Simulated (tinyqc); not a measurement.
## Abrupt p-n junction, non-linear Poisson equation by Newton steps: convergence with the mesh

One dimension, p side on the left, n side on the right; net doping C = -Na for x < 0 and +Nd for x > 0. The potential psi is counted from the intrinsic level, and the quasi-Fermi potentials are flat: 0 for holes and -V for electrons, so n = ni exp((psi + V)/Vt) and p = ni exp(-psi/Vt) (Boltzmann statistics, full ionisation, no current).

Uniform meshes of N intervals over 159.1 nm, nodes at x_i = (i - j - 1/2) h, i = 0..N, so that the junction lies midway between nodes j and j + 1; end nodes fixed at psi_p and psi_n; box-integrated Poisson equation eps0 eps_r (psi_(i+1) - 2 psi_i + psi_(i-1))/h + q h (p - n + C) = 0. The peak field is the largest (psi_(i+1) - psi_i)/h; LD = sqrt(eps0 eps_r Vt/(q N)) of the heavier side. Errors are against E_j. ni = sqrt(Nc Nv) exp(-Eg/(2 Vt)), Eg in volts. Exact first integral for an abrupt junction with thick neutral sides: psi_p = -Vt ln(Na/ni), psi_n = Vt ln(Nd/ni) - V, psi_j = (Nd psi_n + Na psi_p - Vt (Nd - Na))/(Na + Nd) at the junction, n_j = ni exp((psi_j + V)/Vt), p_j = ni exp(-psi_j/Vt), and E_j^2 = (2 q/(eps0 eps_r)) [Nd (psi_n - psi_j - Vt) + Vt (n_j + p_j)] (minority densities of the neutral sides neglected).

Parameters, values chosen for the exercise; band and dielectric values those of a made-up semiconductor: temperature T = 450 K; band gap Eg = 1.39 eV; relative permittivity eps_r = 9.3; conduction-band density of states at T Nc = 4.7e19 cm^-3; valence-band density of states at T Nv = 4.43e19 cm^-3; acceptor density of the p side Na = 3.4e17 cm^-3; donor density of the n side Nd = 6.4e17 cm^-3; bias of the p side against the n side V = 0.61 V.

Constants: q = 1.602176634e-19 C, kB = 1.380649e-23 J/K, Vt = kB T/q, eps0 = 8.8541878128e-14 F/cm where lengths are in cm. Results are converted to the units shown.

Result of one run:
```
N    h (nm)     h/LD    j  peak field (kV/cm)  error (%)
320  0.4972  0.08910  195               173.6   -6.50e-3
```

What becomes of these results when the number of intervals N is changed from 320 to 160, all else the same?

Result of the changed run:
```
N    h (nm)    h/LD   j  peak field (kV/cm)  error (%)
160  0.9944  0.1782  97               173.6    -0.0253
```

The whole series:
```
N     h (nm)     h/LD    j  peak field (kV/cm)  error (%)
10     15.91    2.851    6               162.0      -6.70
20     7.955    1.426   12               170.9      -1.56
40     3.978   0.7128   24               172.9     -0.398
80     1.989   0.3564   48               173.5     -0.100
160   0.9944   0.1782   97               173.6    -0.0253
320   0.4972  0.08910  195               173.6   -6.50e-3
640   0.2486  0.04455  390               173.6   -1.80e-3
1280  0.1243  0.02227  780               173.6   -6.26e-4
```

The error goes from -6.7 % at N = 10 to -6.3e-4 % at N = 1280. Over the last doubling it shrinks by a factor of 2.9. It first drops below 1 % at N = 40, where h is 0.71 Debye lengths.

tinyqc, about 0.02 s, one thread, Intel Xeon 2.30GHz (shared host): `OMP_NUM_THREADS=1 python tinyqc.py 2000129 2000130 out.jsonl`
